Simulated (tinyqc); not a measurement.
# Worked calculation: p-type polysilicon, carrier trapping at grain boundaries

Numbers from tinyqc (`OMP_NUM_THREADS=1 python tinyqc.py 2830031 2830032 out.jsonl`; about 0.01 s on one thread of a shared Intel Xeon 2.30GHz). Printed values are rounded.

One-dimensional grains of size Lg, uniform ionised doping N, monovalent traps Qt at each boundary at a depth Et below (for electrons) or above (for holes) the band edge there, abrupt depletion of width W on each side of a boundary, Boltzmann statistics. xi is the distance from the band edge at the grain centre to the Fermi level. Trapped charge Qt/(1 + exp((xi + VB - Et)/Vt)) = 2 N W, barrier VB = q N W^2/(2 eps0 eps_r).

Inputs (values chosen for the exercise); values of the order met in polycrystalline silicon: temperature T = 350 K; relative permittivity eps_r = 11.7; valence-band density of states at T NB = 3.34e19 cm^-3; grain size Lg = 82 nm; trap density of a grain boundary Qt = 1.8e12 cm^-2; depth of the trap level from the majority band edge at the boundary Et = 0.41 eV; mass for thermionic emission ms = 0.35 m0; correction factor of the emission rate fe = 0.25; mobility inside the grains mug = 90 cm^2/(V s); doping N = 7.5e17 cm^-3.

Constants: q = 1.602176634e-19 C, kB = 1.380649e-23 J/K, m0 = 9.1093837015e-31 kg, Vt = kB T/q, eps0 = 8.8541878128e-14 F/cm where lengths are in cm. Results are converted to the units shown.

## Starting value

W = 7.2 nm.

W at the start = 7.2 nm

## Iteration 1: new W

Partly depleted grain, xi = Vt ln(NB/N): f = 1/(1 + exp((xi + VB - Et)/Vt)), g = Qt f - 2 N W, g' = -2 Qt f (1 - f) VB/(W Vt) - 2 N, W(new) = W - g/g'.

VB = 0.03006575 V
f = 0.9998494
g = 7.197289e11 cm^-2
g' = -1.500750e11 cm^-2/nm
W after iteration 1 = 11.99579 nm

## Iteration 2: new W

As before.

VB = 0.08345743 V
f = 0.9991163
g = -9.596378e8 cm^-2
g' = -1.507332e11 cm^-2/nm
W after iteration 2 = 11.98943 nm

## Iteration 3: new W

As before.

VB = 0.08336887 V
f = 0.9991189
g = -8071.131 cm^-2
g' = -1.507306e11 cm^-2/nm
W after iteration 3 = 11.98943 nm

## Course of the iteration

Stop when the step is below 1e-10 nm, or after 40 iterations.

Course of the iteration:
```
iteration  W before the step (nm)  step (nm)
1                             7.2       4.80
2                        11.99579   -6.37e-3
3                        11.98943   -5.35e-8
4                        11.98943    < 1e-12
```

Converged in 4 iterations.

## Depletion width, Fermi level and barrier

If the trap equation with xi = Vt ln(NB/N) has a root W < Lg/2, the grain is partly depleted; otherwise W = Lg/2 and the trap equation gives xi = Et - VB + Vt ln(Qt/(N Lg) - 1). N* = Qt/Lg.

N* = 2.195122e17 cm^-3
W = 11.98943 nm
xi = 0.1144971 V
VB = 0.08336887 V
share of traps filled = 0.9991189

N is 3.42 N*, and the grain is partly depleted; VB = 2.76 Vt.

## Resistivity and effective mobility

n0 = NB exp(-xi/Vt); mean density n0 (1 - 2 W/Lg) by charge balance in a partly depleted grain, and n0 (sqrt(pi)/2) erf(u)/u with u = sqrt(VB/Vt) in a fully depleted one; v = sqrt(kB T/(2 pi ms m0)); barrier resistivity Vt exp(VB/Vt)/(q fe n0 v Lg); grain resistivity (1 - 2 W/Lg)/(q n0 mug); effective mobility 1/(q mean density total resistivity).

n0 = 7.5e17 cm^-3
mean density = 5.306812e17 cm^-3
v = 4.911422e6 cm/s
barrier resistivity = 0.3955188 ohm cm
grain resistivity = 0.06542719 ohm cm
resistivity = 0.4609460 ohm cm
effective mobility = 25.51560 cm^2/(V s)

The resistivity is 4.98 times that of a single crystal with the same N and mobility mug, and the mean density is 70.8 % of N.
